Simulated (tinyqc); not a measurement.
p-n junction with a stepped n side, non-linear Poisson equation by Newton steps: one step of the calculation.

One dimension, p side on the left, n side on the right; net doping C = -Na for x < 0, +N1 for 0 < x < L1 and +Nd beyond. The potential psi is counted from the intrinsic level, and the quasi-Fermi potentials are flat: 0 for holes and -V for electrons, so n = ni exp((psi + V)/Vt) and p = ni exp(-psi/Vt) (Boltzmann statistics, full ionisation, no current).

Problem. Densities, residual and Jacobian diagonal. n_i = ni exp((psi_i + V)/Vt), p_i = ni exp(-psi_i/Vt), rho_i = p_i - n_i + C_i, g_i = (n_i + p_i)/Vt. Box widths w_i = (h_(i-1) + h_i)/2 in cm. Residual F_i = a_i (psi_(i+1) - psi_i) - a_(i-1) (psi_i - psi_(i-1)) + q rho_i w_i; Jacobian: a_(i-1) and a_i beside the diagonal, b_i = -a_(i-1) - a_i - q g_i w_i on it. The two end nodes are fixed.

Inputs (values chosen for the exercise): temperature T = 300 K; bias of the p side against the n side V = 0 V.

Constants: q = 1.602176634e-19 C, kB = 1.380649e-23 J/K, Vt = kB T/q. Results are converted to the units shown.

```
node  x (nm)  psi at the start (V)  net doping C (cm^-3)
0       -537           -0.37117967               -2.2e16
1       -403           -0.37117967               -2.2e16
2       -289           -0.37117967               -2.2e16
3       -190           -0.37117967               -2.2e16
4       -105           -0.37117967               -2.2e16
5      -31.5           -0.36432245               -2.2e16
6       31.5           -0.27064046                  8e15
7        115           -0.13745497                  8e15
8        224            0.00999134                  8e15
9        369            0.15977422                  8e15
10       561            0.27665857                1.6e15
11       814            0.30342057                1.6e15
12      1150            0.30342057                1.6e15
13      1590            0.30342057                1.6e15
14      2170            0.30342057                1.6e15
```

coupling a_i, interval 0 to 13 (F/cm^2): [7.5987433e-8, 8.9318561e-8, 1.0285168e-7, 1.1979195e-7, 1.3853491e-7, 1.6162406e-7, 1.2194390e-7, 9.3415743e-8, 7.0222869e-8, 5.3032896e-8, 4.0246308e-8, 3.0304512e-8, 2.3141627e-8, 1.7555717e-8]
ni = 1.2790239e10 cm^-3

Give: n; p; residual F; diagonal b.

Solution.

```
node  n (cm^-3)  p (cm^-3)
0          7436   2.200e16
1          7436   2.200e16
2          7436   2.200e16
3          7436   2.200e16
4          7436   2.200e16
5          9695   1.687e16
6       3.633e5   4.502e14
7       6.277e7   2.606e12
8      1.882e10    8.690e9
9      6.180e12    2.647e7
10     5.682e14    2.879e5
11     1.600e15    1.022e5
12     1.600e15    1.022e5
13     1.600e15    1.022e5
14     1.600e15    1.022e5
```

```
node  residual F (1e-8 C/cm^2)  diagonal b (F/cm^2)
1                        0.000            -1.856e-6
2                        0.000            -1.644e-6
3                        0.000            -1.477e-6
4                        0.095            -1.339e-6
5                        0.859            -1.014e-6
6                        1.102            -3.040e-7
7                        0.987            -2.155e-7
8                        1.302            -1.636e-7
9                        1.726            -1.239e-7
10                      -0.144            -1.716e-7
11                      -0.108            -3.626e-7
12                       0.000            -4.382e-7
13                       0.000            -5.464e-7
```

Program tinyqc, `OMP_NUM_THREADS=1 python tinyqc.py 2000174 2000175 out.jsonl`; Intel Xeon 2.30GHz, shared host, one thread, about 0.04 s.
